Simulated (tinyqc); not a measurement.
Molecular dynamics of a small cluster by velocity Verlet steps: one step, computed by the program tinyqc.

E = sum_(i<j) phi(r_ij), phi(r) = eps [exp(-2 alpha (r - r0)) - 2 exp(-alpha (r - r0))]; the force on i is -sum_j phi'(r_ij) (R_i - R_j)/r_ij.

Question. State at the start. Velocity Verlet: a = c F/M with c = 9.648533212e-3 angstrom/fs^2 per eV/(angstrom u); R(new) = R + v dt + a dt^2/2; v(new) = v + (a + a(new)) dt/2. Kinetic energy K = M v^2/(2c); temperature T = 2K/((3N - 3) k_B), rotation of the cluster included.

Inputs (values chosen for the exercise, for model atoms):

| quantity | value | unit |
|---|---|---|
| length r0 | 2.96 | angstrom |
| well depth eps | 0.27 | eV |
| stiffness alpha | 1.83 | 1/angstrom |
| atomic mass M | 27 | u |
| time step dt | 5.9 | fs |

Potential: Morse. Thermostat: none.

starting positions (angstrom):
```
            x      y      z
atom 1  -0.01   0.01   0.01
atom 2   2.97  -0.04   0.01
atom 3   1.49   2.57  -0.04
atom 4   1.44   0.83   2.41
atom 5    1.5   0.79  -2.37
```

starting velocities (angstrom/fs):
```
               x         y         z
atom 1  -0.00073  -0.00134     0.003
atom 2  -0.00052  -0.00014    -6e-05
atom 3   0.00116  -0.00239  -0.00126
atom 4    0.0022   0.00037  -0.00273
atom 5  -0.00211    0.0035   0.00104
```

Constants: 1 eV/(angstrom u) = 9.648533212e-03 angstrom/fs^2; k_B = 8.617333262e-05 eV/K.

Give: forces; potential energy; kinetic energy; temperature.

Answer.

forces (eV/angstrom):
```
              x        y        z
atom 1  -0.0333  -0.0297  -0.0063
atom 2  -0.0388   0.0419   0.0912
atom 3   0.0245  -0.0779   0.1037
atom 4   0.0545   0.0553  -0.0521
atom 5  -0.0068   0.0104  -0.1364
```

potential energy = -2.440 eV

kinetic energy = 0.07063 eV

temperature = 136.6 K
